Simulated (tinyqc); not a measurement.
Worked calculation: CIS and TDHF on RHF in the sto-6g basis, for H3+, spin multiplicity 1. Computed by tinyqc, a small Python program that keeps every step (integrals from PySCF). Settings: charge = 1, multiplicity = 1, basis = sto-6g, method = RHF, energy threshold = 1e-10, iteration cap = 88, orthogonalisation = symmetric, start = Wolfsberg-Helmholz matrix, DIIS depth = 6, TDHF = 1. Command: `OMP_NUM_THREADS=1 python tinyqc.py 26134 26135 out.jsonl` (the two numbers bound the seeds that draw the settings). One thread of a shared host (Intel(R) Xeon(R) Processor @ 2.60GHz), about 0.06 s of CPU time with the checks. The early iterations of the SCF are left out here.

## One-electron integrals

Geometry (angstrom):
```
atom,x,y,z
H,0.000000,0.000000,0.000000
H,0.000000,0.000000,1.061000
H,0.000000,0.919000,0.530000
```

Basis sto-6g: exponents (1/bohr^2) and contraction coefficients of normalised primitives:
```
element,l (shell),exponent,coefficient
H,s (1),35.523221,0.009164
H,s (1),6.513144,0.049361
H,s (1),1.822143,0.168538
H,s (1),0.625955,0.370563
H,s (1),0.243077,0.416492
H,s (1),0.100112,0.130334
```

Overlap, kinetic and nuclear-attraction integrals over the contracted functions; the nuclear repulsion is the sum of Za Zb / Rab.

nuclear repulsion = 1.49614004 hartree

overlap S, lower triangle:
```
,1H 1s,2H 1s,3H 1s
1H 1s,1.000000
2H 1s,0.461619,1.000000
3H 1s,0.461688,0.461406,1.000000
```

kinetic energy T (hartree), lower triangle:
```
,1H 1s,2H 1s,3H 1s
1H 1s,0.768522
2H 1s,0.091245,0.768522
3H 1s,0.091284,0.091127,0.768522
```

nuclear attraction V (hartree), lower triangle:
```
,1H 1s,2H 1s,3H 1s
1H 1s,-2.213036
2H 1s,-0.962369,-2.212831
3H 1s,-0.962534,-0.961860,-2.212881
```

core Hamiltonian H = T + V (hartree), lower triangle:
```
,1H 1s,2H 1s,3H 1s
1H 1s,-1.444514
2H 1s,-0.871123,-1.444309
3H 1s,-0.871250,-0.870732,-1.444359
```

## Two-electron integrals

Functions are numbered as in S; the eight-fold symmetry (ij|kl) = (ji|kl) = (kl|ij) leaves the list below.

Two-electron integrals (ij|kl) in chemists' order, unique and non-zero (hartree):
```
i,j,k,l,(ij|kl)
1,1,1,1,0.774999
2,1,1,1,0.282268
2,1,2,1,0.134326
2,2,1,1,0.458626
2,2,2,1,0.282268
2,2,2,2,0.774999
3,1,1,1,0.282321
3,1,2,1,0.120117
3,1,2,2,0.222716
3,1,3,1,0.134370
3,2,1,1,0.222630
3,2,2,1,0.120048
3,2,2,2,0.282105
3,2,3,1,0.120065
3,2,3,2,0.134189
3,3,1,1,0.458664
3,3,2,1,0.222695
3,3,2,2,0.458508
3,3,3,1,0.282321
3,3,3,2,0.282105
3,3,3,3,0.774999
```

## Orthogonalisation

S = U s U^T; symmetric (Loewdin) form X = U s^(-1/2) U^T, so that X^T S X = 1.

eigenvalues of S: 0.538260  0.538599  1.923142

X, lower triangle:
```
,1H 1s,2H 1s,3H 1s
1H 1s,1.148995
2H 1s,-0.213952,1.148844
3H 1s,-0.214021,-0.213740,1.148881
```

## Iteration 3 (converged): orbitals

converged F (hartree), lower triangle:
```
,1H 1s,2H 1s,3H 1s
1H 1s,-0.730348
2H 1s,-0.678844,-0.730151
3H 1s,-0.678918,-0.678616,-0.730199
```

Diagonalise F' = X^T F X, C = X C', fill 1 alpha and 1 beta electrons from the bottom; D = 2 C_occ C_occ^T. Each column has its largest component positive (the first on a tie).

F' = X^T F X (hartree), lower triangle:
```
,1,2,3
1,-0.425551
2,-0.330084,-0.425580
3,-0.330160,-0.329847,-0.425573
```

orbital energies (hartree): MO1 -1.085629, MO2 -0.095735, MO3 -0.095340

coefficients C:
```
,MO1,MO2,MO3
1H 1s,0.416415,-0.131701,1.104999
2H 1s,0.416263,1.022618,-0.438499
3H 1s,0.416300,-0.890830,-0.666734
```

D after iteration 3, lower triangle:
```
,1H 1s,2H 1s,3H 1s
1H 1s,0.346802
2H 1s,0.346676,0.346550
3H 1s,0.346707,0.346581,0.346612
```

## Convergence

Stop when the energy changes by less than 1e-10 hartree and every element of the error matrix X^T (F D S - S D F) X is below 3e-06.

Course of the cycle:
```
iteration,E (hartree),change,largest element of the error matrix
1,-1.24639457,-,6.41e-05
2,-1.24639457,-3.80e-09,7.94e-06
3,-1.24639457,-5.92e-11,4.04e-11
```

PySCF RHF in the same basis = -1.24639457 hartree

Converged in 3 iterations.

## Integrals over molecular orbitals

(pq|rs) = sum C_ip C_jq C_kr C_ls (ij|kl), one index at a time.

one-electron integrals over orbitals h = C^T H C (hartree), lower triangle:
```
,1,2,3
1,-1.656906
2,0.000021,-1.065002
3,-0.000055,0.000000,-1.064743
```

Two-electron integrals over orbitals (pq|rs), unique and non-zero (hartree):
```
p,q,r,s,(pq|rs)
1,1,1,1,0.571277
2,1,1,1,-0.000021
2,1,2,1,0.144768
2,2,1,1,0.557018
2,2,2,1,0.034253
2,2,2,2,0.643726
3,1,1,1,0.000055
3,1,2,2,-0.092069
3,1,3,1,0.144773
3,2,1,1,5.87e-09
3,2,2,1,-0.092117
3,2,2,2,-0.000022
3,2,3,1,-0.034244
3,2,3,2,0.077676
3,3,1,1,0.557088
3,3,2,1,-0.034262
3,3,2,2,0.488488
3,3,3,1,0.092093
3,3,3,2,0.000022
3,3,3,3,0.643754
```

## CIS matrix, singlets

A(ia,jb) = (e_a - e_i) d_ij d_ab + 2 (ia|jb) - (ij|ab).

CIS matrix A, singlet (hartree):
```
,1>2,1>3
1>2,0.722413,0.000000
1>3,0.000000,0.722746
```

## CIS singlet states

dipole integrals <i|r|a> (bohr):
```
,x,y,z
1>2,0.000000,-0.792745,0.593384
1>3,0.000000,-0.593251,-0.792566
```

Diagonalise A (1 hartree = 27.211386 eV); each vector has its largest component positive (the first on a tie). The transition dipole is mu = sqrt2 sum c_ia <i|r|a>.

singlet excitation energies (eV): 19.657862  19.666918

lowest vectors:
```
,state 1,state 2
1>2,1.000000,0.000004
1>3,-0.000004,1.000000
```

oscillator strengths 2/3 w |mu|^2: 0.944482  0.944491

## TDHF (RPA) singlet states

B(ia,jb) = 2 (ia|jb) - (ib|ja); the squared energies are the eigenvalues of (A - B)(A + B); 1 hartree = 27.211386 eV.

TDHF matrix B, singlet (hartree):
```
,1>2,1>3
1>2,0.144768,0.000000
1>3,0.000000,0.144773
```

squared energies w^2 (hartree^2): 0.500923  0.501402

TDHF energies from the positive w^2 (eV): 19.259103  19.268323

## CIS matrix, triplets

A(ia,jb) = (e_a - e_i) d_ij d_ab - (ij|ab).

CIS matrix A, triplet (hartree):
```
,1>2,1>3
1>2,0.432876,0.000000
1>3,0.000000,0.433200
```

## CIS triplet states

Diagonalise A (1 hartree = 27.211386 eV); each vector has its largest component positive (the first on a tie).

triplet excitation energies (eV): 11.779164  11.787983

lowest vectors:
```
,state 1,state 2
1>2,1.000000,-0.000018
1>3,0.000018,1.000000
```

## TDHF (RPA) triplet states

B(ia,jb) = - (ib|ja); the squared energies are the eigenvalues of (A - B)(A + B); 1 hartree = 27.211386 eV.

TDHF matrix B, triplet (hartree):
```
,1>2,1>3
1>2,-0.144768,0.000000
1>3,0.000000,-0.144773
```

squared energies w^2 (hartree^2): 0.166424  0.166703

TDHF energies from the positive w^2 (eV): 11.100912  11.110227
